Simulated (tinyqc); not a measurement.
Signal and retention of a DRAM cell: one step of the calculation.

A stored one starts at Vd and leaks: Cs dV/dt = -I(V), I = a sqrt((V + Vb)/(Vd + Vb)) + b, with a = Ig exp[-(Eg1 q/kB)(1/T - 1/T0)] (generation in a depletion layer) and b = Is exp[-(Es q/kB)(1/T - 1/T0)]. The bit line is precharged to Vd/2, and charge sharing gives the signal (V - Vd/2) Cs/(Cs + Cb).

Question. Signal and margin. The cell fails below Vc = Vd/2 + dm (Cs + Cb)/Cs.

Parameters, values chosen for the exercise: array voltage Vd = 1.3 V; cell capacitance Cs = 23 fF; bit-line capacitance Cb = 108 fF; smallest signal that the sense amplifier resolves dm = 39 mV.

Constants: q = 1.602176634e-19 C. Results are converted to the units shown.

Wanted: transfer ratio; signal of a fresh one; Vc; charge that may be lost; the same in electrons.

Answer.

transfer ratio = 0.17557
signal of a fresh one = 114.12 mV
Vc = 0.87213 V
charge that may be lost = 9.8410 fC
the same in electrons = 61423

Range of the model: Real arrays also hold a tail of unusually leaky cells and cells whose retention varies in time, which this model lacks.

Program tinyqc, `OMP_NUM_THREADS=1 python tinyqc.py 2130064 2130065 out.jsonl`; Intel Xeon 2.30GHz, shared host, one thread, about 0.01 s.
